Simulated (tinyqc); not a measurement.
Carrier lifetime from Shockley-Read-Hall, radiative, Auger and surface recombination: one step, computed by the program tinyqc.

Energies are counted from the top of the valence band. Boltzmann statistics, full ionisation, and equal excess densities of electrons and holes.

Problem. Capture times and SRH densities. v = sqrt(3 k_B T/m) with m_e or m_h; tau_n0 = 1/(sigma_n v_n N_t), tau_p0 = 1/(sigma_p v_p N_t); n1 = N_c exp(-(E_g - E_t)/k_B T), p1 = N_v exp(-E_t/k_B T).

Inputs (values chosen for the exercise, for a model semiconductor): gap E_g = 1.61 eV; electron mass m_e = 0.0654 m_0; hole mass m_h = 0.642 m_0; temperature T = 300 K; trap level E_t = 0.147 eV; trap density N_t = 1.6e+13 cm^-3; electron cross-section sigma_n = 6.4e-14 cm^2; hole cross-section sigma_p = 3.6e-17 cm^2.

Doping: p-type. Surface term: two equal surfaces.

N_c = 4.196997e+17 cm^-3

N_v = 1.290846e+19 cm^-3

Constants: k_B = 1.380649e-23 J/K; m_0 = 9.1093837015e-31 kg; k_B = 8.617333262e-05 eV/K.

Give: v_n; v_p; tau_n0; tau_p0; n1; p1.

Solution.

v_n = 4.5670e+07 cm/s

v_p = 1.4576e+07 cm/s

tau_n0 = 2.1383e-08 s

tau_p0 = 1.1910e-04 s

n1 = 1.1108e-07 cm^-3

p1 = 4.3791e+16 cm^-3
